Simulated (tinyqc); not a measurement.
Signal and retention of a DRAM cell: effect of the cell capacitance.

A stored one starts at Vd and leaks: Cs dV/dt = -I(V), I = a sqrt((V + Vb)/(Vd + Vb)) + b, with a = Ig exp[-(Eg1 q/kB)(1/T - 1/T0)] (generation in a depletion layer) and b = Is exp[-(Es q/kB)(1/T - 1/T0)]. The bit line is precharged to Vd/2, and charge sharing gives the signal (V - Vd/2) Cs/(Cs + Cb).

The cell fails below Vc = Vd/2 + dm (Cs + Cb)/Cs. With s = sqrt((Vc + Vb)/(Vd + Vb)), the time from Vd to Vc is t = [2 Cs (Vd + Vb)/a] [1 - s - (b/a) ln((a + b)/(a s + b))]. This time is the median of a log-normal spread: failing cells = Nc erfc(z/sqrt 2)/2, z = ln(t/tr)/sg.

Parameters, values chosen for the exercise: array voltage Vd = 1.3 V; bit-line capacitance Cb = 76 fF; smallest signal that the sense amplifier resolves dm = 58 mV; built-in plus back-bias voltage of the storage junction Vb = 1.39 V; junction leakage at V = Vd and T0 Ig = 0.39 fA; voltage-independent leakage at T0 Is = 0.055 fA; activation energy of Is Es = 0.43 eV; reference temperature T0 = 358 K; temperature T = 358 K; deviation of ln(retention time) over the cells sg = 0.89; cells Nc = 8.59e9; refresh interval tr = 128 ms; activation energy of Ig Eg1 = 0.6 eV.

Constants: q = 1.602176634e-19 C, kB = 1.380649e-23 J/K. Results are converted to the units shown.

Effect of the cell capacitance:

| Cs (fF) | Vc (V) | retention time (s) | failing cells |
|---|---|---|---|
| 8 | 1.2590 | 0.73956 | 2.0936e8 |
| 12 | 1.0753 | 6.1738 | 57128 |
| 16 | 0.98350 | 11.690 | 1686.8 |
| 20 | 0.92840 | 17.242 | 154.96 |
| 24 | 0.89167 | 22.811 | 24.743 |
| 28 | 0.86543 | 28.391 | 5.5131 |
| 32 | 0.84575 | 33.978 | 1.5381 |

The retention time rises from 0.740 to 34.0 s, as Cs^(5.23) between the first two rows and Cs^(1.35) between the last two: faster than Cs, because the margin Vd - Vc grows too. It vanishes at Cs = 7.45 fF, where even a fresh one gives only dm.

Range of the model: Real arrays also hold a tail of unusually leaky cells and cells whose retention varies in time, which this model lacks.

tinyqc, about 0.01 s, one thread, Intel Xeon 2.30GHz (shared host): `OMP_NUM_THREADS=1 python tinyqc.py 2130136 2130137 out.jsonl`
